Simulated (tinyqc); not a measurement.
Free and nearly free electrons in a metal: one step. The Fermi sphere. Three cases, with inputs chosen for the exercise.

Task: Evaluate the free-electron quantities.

The cubic cell holds 4 atoms: n = 4 z/a^3, kF = (3 pi^2 n)^(1/3), EF = c kF^2/m, vF = 2 c kF/(m hbar), c = hbar^2/2m0; rs = (3/(4 pi n))^(1/3)/a0; D(EF) = 3 n/(2 EF).

Constants: hbar^2/2m0 = 3.80998211 eV angstrom^2; hbar = 6.58211957e-16 eV s; a0 (Bohr radius) = 0.5291772105 angstrom.

Case 1.

Values chosen (out of a larger set: near those of Cu, whose d bands this model ignores; not measured data): a = 3.593 angstrom (fcc lattice constant); z = 1 (free electrons an atom); m = 1 m0 (mass).

Case 2.

Values chosen (out of a larger set: near those of Ca; not measured data): a = 5.559 angstrom (fcc lattice constant); z = 2 (free electrons an atom); m = 1 m0 (mass).

Case 3.

Values chosen (out of a larger set: near those of Co, whose d bands this model ignores; not measured data): a = 3.529 angstrom (fcc lattice constant); z = 2 (free electrons an atom); m = 1 m0 (mass).

Give: n; kF; EF; vF; rs; D(EF) per atom.

Result:

Case 1.

n = 0.08624 1/angstrom^3
kF = 1.3668 1/angstrom
EF = 7.118 eV
vF = 1.582e+06 m/s
rs = 2.653
D(EF) per atom = 0.2107 1/eV

Case 2.

n = 0.04657 1/angstrom^3
kF = 1.1130 1/angstrom
EF = 4.720 eV
vF = 1.289e+06 m/s
rs = 3.258
D(EF) per atom = 0.6356 1/eV

Case 3.

n = 0.18203 1/angstrom^3
kF = 1.7533 1/angstrom
EF = 11.712 eV
vF = 2.030e+06 m/s
rs = 2.069
D(EF) per atom = 0.2561 1/eV

Computed by tinyqc, one run a case: `OMP_NUM_THREADS=1 python tinyqc.py N N+1 out.jsonl` with N = 1651761, 1651830, 1680319; one thread of a shared Intel(R) Xeon(R) Processor @ 2.30GHz, about 0.01 s a run at most.
